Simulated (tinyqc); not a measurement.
## Reduced doping and fringe capacitance from two biases

Question. C = eps0 eps_r hr/W + Cf with W = sqrt(2 eps0 eps_r (Vb + V)/(q Nr)), 1/Nr = 1/Na + 1/Nd. Find Cf, W at zero bias and Nr.

Parameters, values chosen for the exercise; values close to those of silicon near 1550 nm:
```
symbol  value  unit                                     meaning
eps_r    11.7        relative permittivity of the semiconductor
Vb       0.87     V                            built-in voltage
hr        310    nm                                  rib height
```

Constants: q = 1.602176634e-19 C, eps0 = 8.8541878128e-14 F/cm where lengths are in cm. Results are converted to the units shown.

C at V = 0 and 3 V (pF/m): [688.13702, 354.66803]

Solution. C is linear in (Vb + V)^(-1/2); the intercept is Cf.

Cf = 54.00 pF/m
W(0) = 50.64 nm
Nr = 4.387e17 cm^-3

tinyqc, about 0.01 s, one thread, Intel Xeon 2.30GHz (shared host): `OMP_NUM_THREADS=1 python tinyqc.py 2650116 2650117 out.jsonl`
